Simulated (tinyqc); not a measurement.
Oxide trap near a transistor channel: two-state multiphonon kinetics, telegraph noise and bias instability: one step, computed by the program tinyqc.

An n-channel device under positive gate bias. The trap is empty (state 1) or holds an electron (state 2); both states are parabolas of equal curvature, and the electron reservoir is taken at the Fermi level of the channel.

Problem. Many traps: 1/f noise. McWhorter number fluctuations for traps uniform in depth and energy: S_V = e^2 k_B T N_t lambda/(W L C_ox^2 f), C_ox = eps_ox eps_0/t_ox. The number of traps within k_B T in energy and one decade in time is N_t k_B T lambda ln(10) W L.

Inputs (values chosen for the exercise, with an insulator like Al2O3 on silicon):
```
quantity                     value         unit
insulator constant eps_ox     8.92            -
insulator thickness t_ox       5.9           nm
temperature T                  200            K
channel width W                220           nm
channel length L               120           nm
frequency f                     20           Hz
trap density N_t           5.6e+17  cm^-3 eV^-1
```

Parts treated: one trap and an ensemble.

attenuation length lambda = 0.1072029 nm

Constants: eps_0 = 8.8541878128e-12 F/m; e = 1.602176634e-19 C; k_B = 8.617333262e-05 eV/K.

Give: C_ox; 1/f noise S_V(f); active traps per decade.

Solution.

C_ox = 1.339 microF/cm^2

1/f noise S_V(f) = 2.807e-10 V^2/Hz

active traps per decade = 0.06290

With less than one active trap per decade a single device shows separate Lorentzians; 1/f is only the average over many devices. Caution: N_t k_B T lambda ln(10) W L, the number of active traps per decade, is below one, so S_V is only the mean over many devices.
